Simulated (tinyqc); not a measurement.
From results back to parameters: deformation-potential model of the X valleys of a conduction band. Three cases, with inputs chosen for the exercise.

Problem. An ellipsoidal valley with ml > mt has the density-of-states mass m_d = (ml mt^2)^(1/3) and, averaged over equivalent valleys, the conductivity mass m_c = 3/(1/ml + 2/mt).

Case 1.

m_d = 0.3598749 m0
m_c = 0.2794235 m0

Case 2.

m_d = 0.3459347 m0
m_c = 0.2653191 m0

Case 3.

m_d = 0.4978860 m0
m_c = 0.3491831 m0

Find: K = ml/mt; mt; ml.

Solution. With K = ml/mt, m_d/m_c = K^(1/3) (2 + 1/K)/3, which rises steadily for K > 1 and so fixes K; then mt = m_d K^(-1/3) and ml = K mt.

Case 1.

K = ml/mt = 5.571
mt = 0.203 m0
ml = 1.131 m0

Case 2.

K = ml/mt = 5.849
mt = 0.192 m0
ml = 1.123 m0

Case 3.

K = ml/mt = 8.190
mt = 0.247 m0
ml = 2.023 m0

Computed by tinyqc, one run a case: `OMP_NUM_THREADS=1 python tinyqc.py N N+1 out.jsonl` with N = 1051363, 1051473, 1051531; one thread of a shared Intel(R) Xeon(R) Processor @ 2.30GHz, about 0.03 s a run at most.
